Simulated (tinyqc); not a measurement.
# Scale length and length offset from two DIBL values

Question. DIBL = exp(-Le/(2 l)) + 2 exp(-Le/l) with Le = L - dL. Find l, dL and the drawn length for a DIBL of 100 mV/V.

DIBL at drawn lengths 83 and 120 nm (mV/V): [115.12142, 34.614138]

Solution. With e = exp(-Le/(2 l)), 2 e^2 + e = DIBL gives e and so Le/l at each length; Le/l is a straight line in L with slope 1/l.

l = 17.00 nm
dL = 3.500 nm
length for 100 mV/V = 87.15 nm

Numbers from tinyqc (`OMP_NUM_THREADS=1 python tinyqc.py 2002035 2002036 out.jsonl`; about 0.01 s on one thread of a shared Intel Xeon 2.30GHz).
